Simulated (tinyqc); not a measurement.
Ellipsometry and reflectance of a transparent film on an absorbing substrate: one step of the calculation.

Air (index 1), film, substrate with N2 = n2 - i k2; time factor exp(+i w t). q_j = sqrt(N_j^2 - sin^2 th), root with positive real part. Fresnel coefficients r_s = (q_a - q_b)/(q_a + q_b), r_p = (N_b^2 q_a - N_a^2 q_b)/(N_b^2 q_a + N_a^2 q_b). tan(Psi) exp(i Delta) = R_p/R_s, Delta taken from 0 to 360 degrees.

Question. Psi, Delta and reflectances. beta = 2 pi d q1/lam, X = exp(-2 i beta), R = (r01 + r12 X)/(1 + r01 r12 X) for p and s.

Inputs (values chosen for the exercise): wavelength lam = 800 nm; film thickness d = 33 nm.

q1 = 1.1200097
r01,p = -0.21012885
r01,s = -0.53212974
r12,p = 0.33343856-0.00072821i
r12,s = -0.52242788+0.00068436i

Find: beta; X; R_p; R_s; Psi; Delta; |R_p|^2; |R_s|^2.

Answer.

beta = 0.29029 rad
X = 0.83615-0.54850i
R_p = 0.06443-0.19754i
R_s = -0.80258+0.13350i
Psi = 14.326 degrees
Delta = 117.51 degrees
|R_p|^2 = 0.043174
|R_s|^2 = 0.66196

The bare substrate gives Psi = 9.129 and Delta = 179.67 degrees.

tinyqc, about 0.5 s, one thread, Intel Xeon 2.30GHz (shared host): `OMP_NUM_THREADS=1 python tinyqc.py 2870117 2870118 out.jsonl`
